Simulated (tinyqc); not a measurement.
Double-gate transistor, scale length and short-channel effects: one step of the calculation.

A body of thickness ts between two insulators of thickness ti and two tied gates. Below threshold the potential that source and drain add obeys Laplace's equation and vanishes on the gate. Its lowest mode decays along the channel as exp(-k y); k is the smallest positive root of the matching condition at the interface, and the scale length is Lambda = pi/k.

Question. Decay constant by Newton steps. f(k) = ei cos(k ti) cos(k ts/2) - eps_r sin(k ti) sin(k ts/2); f' by a central difference with +/- 1e-5 1/nm; k(new) = k - f/f'.

Inputs (values chosen for the exercise); permittivities: semiconductor close to that of silicon, insulator close to that of silicon dioxide:
- eps_r = 11.5 (relative permittivity of the semiconductor)
- ei = 3.81 (relative permittivity of the insulator)
- ti = 1.3 nm (insulator thickness)
- ts = 9.1 nm (body thickness)

k at the start = 0.1875 1/nm

Give: f; f'; k after iteration 1.

Answer.

f = 0.34066
f' = -32.694 nm
k after iteration 1 = 0.19792 1/nm

Program tinyqc, `OMP_NUM_THREADS=1 python tinyqc.py 2420158 2420159 out.jsonl`; Intel Xeon 2.30GHz, shared host, one thread, about 0.01 s.
